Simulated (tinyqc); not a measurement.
What each parameter does: three-level Kane dispersion of a narrow-gap semiconductor.

Zero of energy at Gamma8, c = hbar^2/2m0, P^2 = Ep c. The free-electron term and remote bands are left out, so the heavy holes are flat at E = 0 and the other three bands obey E (E - Eg)(E + Dso) = P^2 k^2 (E + 2 Dso/3). The conduction band is the highest root; its edge is Ec = max(Eg, 0).

Degenerate electrons at T = 0: kF = (3 pi^2 n)^(1/3), 1 cm^-3 = 1e-24 angstrom^-3; EF is the highest root at kF. The momentum (cyclotron, optical) mass is m(E) = hbar^2 k/(dE/dk) = c d(k^2)/dE with d(k^2)/dE = k^2 [1/E + 1/(E - Eg) + 1/(E + Dso) - 1/(E + 2 Dso/3)]; the density of states is k d(k^2)/dE/(2 pi^2).

Edge mass m0* = 3 |Eg|/(2 Ep).
Constants: hbar^2/2m0 = 3.80998211 eV angstrom^2.

Values chosen for the exercise (near those of grey Sn; shifted at random, so the results belong to these values and not to a real crystal):
```
symbol  value    unit   meaning
Eg      -0.415   eV     E(Gamma6) - E(Gamma8)
Dso     0.84     eV     spin-orbit splitting
Ep      23.2     eV     Kane energy
n       1.9e+18  cm^-3  electron density
```

Edge mass, EF - Ec and m(EF). Each row changes one parameter from the base and keeps the others.

Results:
```
case               m0* (m0)  EF - Ec (meV)  m(EF) (m0)
base                0.02683         162.05     0.04205
n = 3.8e+18 cm^-3   0.02683         234.52     0.04862
Eg = -0.3527 eV     0.02280         177.43     0.03999
Dso = 0.714 eV      0.02683         163.49     0.04151
Ep = 26.68 eV       0.02333         181.59     0.03811
```

The largest shifts from the base row, up to three for each result and ties (the steps differ in size, so this ranks the rows, not the parameters). m0* (m0): Eg -0.00403, Ep -0.00350; unchanged at the printed digits by n and Dso. EF - Ec (meV): n +72.47, Ep +19.54, Eg +15.38. m(EF) (m0): n +0.00657, Ep -0.00393, Eg -0.00206.

Program tinyqc; command `OMP_NUM_THREADS=1 python tinyqc.py 1050901 1050902 out.jsonl`; about 0.01 s on one thread of a shared Intel(R) Xeon(R) Processor @ 2.30GHz.
